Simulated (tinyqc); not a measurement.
Threshold-voltage variability of a planar MOSFET, analytic estimates: two steps of the calculation.

Three independent sources add in quadrature: random dopants in the depleted layer, metal-gate grains of two orientations, and roughness of the two gate edges acting through the roll-off VT = VT(long) - Vr exp(-L/l). These are first-order estimates: no three-dimensional electrostatics, no percolation.

Values chosen for this exercise; material values close to those of silicon:
- T = 300 K (temperature)
- n = 1.48 (subthreshold factor)
- gI = 20 1/V (gm/I of a matched pair)
- sb = 2.9 % (spread of the gain factor of one device)
- Nb = 65536 (number of cells)
- Y = 0.74 (wanted yield)

Constants: q = 1.602176634e-19 C, kB = 1.380649e-23 J/K, Vt = kB T/q. Results are converted to the units shown.

Question 1. Total spread, mismatch and leakage. s = sqrt(s1^2 + s2^2 + s3^2). For a pair: s(dVT) = sqrt(2) s; current mismatch sqrt(2) sqrt((gI s)^2 + sb^2); input offset = current mismatch/gI. For a Gaussian VT the off current is log-normal with mean/median = exp(s^2/(2 (n Vt)^2)).

s1 = 54.844311 mV
s2 = 10.801234 mV
s3 = 9.9256112 mV

Find: s; s(dVT); current mismatch; input offset; mean/median of Ioff.

Answer 1.

s = 56.77 mV
s(dVT) = 80.29 mV
current mismatch = 160.6 %
input offset = 80.31 mV
mean/median of Ioff = 3.007

Question 2. Margin in standard deviations for the wanted yield. Cells fail independently with probability Q(k) = erfc(k/sqrt(2))/2 when the margin is k standard deviations, and Y = exp(-Nb Q(k)). phi = exp(-k^2/2)/sqrt(2 pi). Newton steps on ln Q(k) = ln(-ln(Y)/Nb): k(new) = k + [ln Q - ln(-ln(Y)/Nb)] Q/phi.

k at the start = 3

Wanted: Q(k); phi; k after iteration 1.

Answer 2.

Q(k) = 0.0013499
phi = 0.0044318
k after iteration 1 = 4.7310

Numbers from tinyqc (`OMP_NUM_THREADS=1 python tinyqc.py 2090038 2090039 out.jsonl`; about 0.01 s on one thread of a shared Intel Xeon 2.30GHz).
